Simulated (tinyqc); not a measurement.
# Changing the temperature T

Model: Heisenberg magnet: exchange from energy differences, ordering vector, linear spin waves and ordering temperature. Computed by tinyqc, a small Python program. Command: `OMP_NUM_THREADS=1 python tinyqc.py 3031233 3031234 out.jsonl magnon sweep`. One thread of a shared host (Intel(R) Xeon(R) Processor @ 2.30GHz), about 0.2 s of CPU time with the checks.

H = -sum over pairs <ij> J_ij S_i.S_j - K sum_i (S_i^z)^2, each pair once, J > 0 ferromagnetic. First neighbours: 4 at a (1, 0), second: 4 at a (1, 1), with all permutations and signs.

Inputs (values chosen for the exercise, for a model magnet):
```
quantity,value,unit
exchange J1,-2.31,meV
exchange J2,0.092,meV
spin S,1.5,-
single-ion anisotropy K,0.0067,meV
mesh divisions n,60,-
```

Lattice: square. Order: Neel (nearest neighbours antiparallel).

Constants: k_B = 8.617333262e-05 eV/K.

Method:
- J(q) = J1 g1(q) + J2 g2(q), g_s(q) = sum over shell s of cos(q.R).
- g_s(q) = sum over shell s of cos(q.R), z1 = g1(0). A(q) = S [-J1 g1(0) + J2 (g2(0) - g2(q))] + (2S - 1) K, B(q) = S J1 g1(q), E(q) = sqrt(A^2 - B^2). The factor 2S - 1 removes the anisotropy for S = 1/2.
- Mesh: q = sum_i (m_i + 1/2)/n b_i, m_i = 0..n-1, b = [[1, 0], [0, 1]] in 2 pi/a; <..> is the mean over the mesh.
- n = 1/(exp(E/(k_B T)) - 1); zero-point loss <A/(2E) - 1/2>, thermal loss <(A/E) n>; moment = S less the losses.

One run for each value:
```
temperature T (K),thermal loss,moment <S^z>
17,0.06523,1.2620
21,0.09499,1.2322
27,0.14643,1.1808
33,0.20523,1.1220
41,0.29346,1.0338
51,0.41627,0.9110
63,0.57692,0.7503
```

What does the table show, and why?

Over the rows, thermal loss rises from 0.0652 to 0.577 (exponent d ln y / d ln x 1.8 between the first rows and 1.5 between the last); moment <S^z> falls from 1.26 to 0.750 (exponent d ln y / d ln x -0.11 between the first rows and -0.92 between the last). In two dimensions only the gap keeps the sum finite. Left out: 78.0 (T too near or above the ordering temperature).

Caution (rows 17.0, 21.0, 27.0, 33.0): doubling the mesh changes the thermal sum by more than 3 %, so it is not fully converged. Caution (rows 41.0, 51.0, 63.0): with so many magnons their interaction matters and linear theory fails.
